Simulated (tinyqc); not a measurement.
## Undoped symmetric double-gate MOSFET, analytic potential model: effect of the temperature

An undoped body of thickness ts between two equal insulators and tied gates; long channel, electrons only, n = ni exp((psi - V)/Vt) with V the quasi-Fermi potential (0 at the source, Vd at the drain), constant mobility, no quantisation. Across the body psi(x) = V - 2 Vt ln[(ts/(2 beta)) sqrt(q ni/(2 eps0 eps_r Vt)) cos(2 beta x/ts)], x from the centre. Q is the electron charge per area of the whole body.

Nc and Nv are given at 325 K and scale as (T/325 K)^1.5; Eg and mu are held fixed. ni = sqrt(Nc Nv) exp(-Eg/(2 Vt)), Eg in volts; r = eps_r tox/(eox ts); V0 = dphi + 2 Vt ln[(2/ts) sqrt(2 eps0 eps_r Vt/(q ni))]. beta (between 0 and pi/2) solves (Vg - V0 - V)/(2 Vt) = ln(beta) - ln(cos beta) + 2 r beta tan(beta). Q = 8 eps0 eps_r Vt beta tan(beta)/ts; I = mu (1/L)(4 eps0 eps_r/ts)(2 Vt)^2 [g(beta_s) - g(beta_d)] per width, g = beta tan(beta) - beta^2/2 + r beta^2 tan^2(beta), with beta_s at V = 0 and beta_d at V = Vd.  I(low) is taken at Vg = 0.38 V, Qs and I(high) at Vg = 1.13 V.

Parameters, values chosen for the exercise; material values close to those of silicon: band gap Eg = 1.13 eV; relative permittivity of the semiconductor eps_r = 11.6; conduction-band density of states at the reference temperature Nc = 3.13e19 cm^-3; valence-band density of states at the reference temperature Nv = 2.97e19 cm^-3; relative permittivity of the gate insulator eox = 4.05; insulator thickness tox = 1.7 nm; body thickness ts = 10 nm; gate work function less that of the intrinsic body dphi = 0.15 V; channel mobility mu = 260 cm^2/(V s); gate length L = 1 um; drain voltage Vd = 0.5 V.

Constants: q = 1.602176634e-19 C, kB = 1.380649e-23 J/K, Vt = kB T/q, eps0 = 8.8541878128e-14 F/cm where lengths are in cm. Results are converted to the units shown.

Result of one run:

| V0 (V) | I(low) (nA/um) | Qs(high) (nC/cm^2) | I(high) (uA/um) |
|---|---|---|---|
| 0.6155 | 1.344 | 1667 | 107.6 |

Which temperature T gave this result: 220, 280, 370, 400 or 430 K?

T = 370 K.

The whole series:

| T (K) | V0 (V) | I(low) (nA/um) | Qs(high) (nC/cm^2) | I(high) (uA/um) |
|---|---|---|---|---|
| 220 | 0.6608 | 2.839e-4 | 1605 | 93.49 |
| 250 | 0.6520 | 0.003258 | 1613 | 95.96 |
| 280 | 0.6431 | 0.02288 | 1623 | 98.64 |
| 310 | 0.6340 | 0.1131 | 1636 | 101.5 |
| 340 | 0.6248 | 0.4308 | 1650 | 104.5 |
| 370 | 0.6155 | 1.344 | 1667 | 107.6 |
| 400 | 0.6061 | 3.589 | 1684 | 110.8 |
| 430 | 0.5966 | 8.454 | 1703 | 114.1 |

As T goes from 220 to 430 K, I(low) rises from 2.84e-4 to 8.45 nA/um and I(high) rises from 93.5 to 114 uA/um. V0 falls from 0.661 to 0.597 V. In every row the surface density at the source at the higher gate voltage passes 0.3 Nc, where Boltzmann statistics fail. In every row the mobility is held fixed, though a real one changes with T.

Program tinyqc, `OMP_NUM_THREADS=1 python tinyqc.py 2440108 2440109 out.jsonl`; Intel Xeon 2.30GHz, shared host, one thread, about 0.03 s.
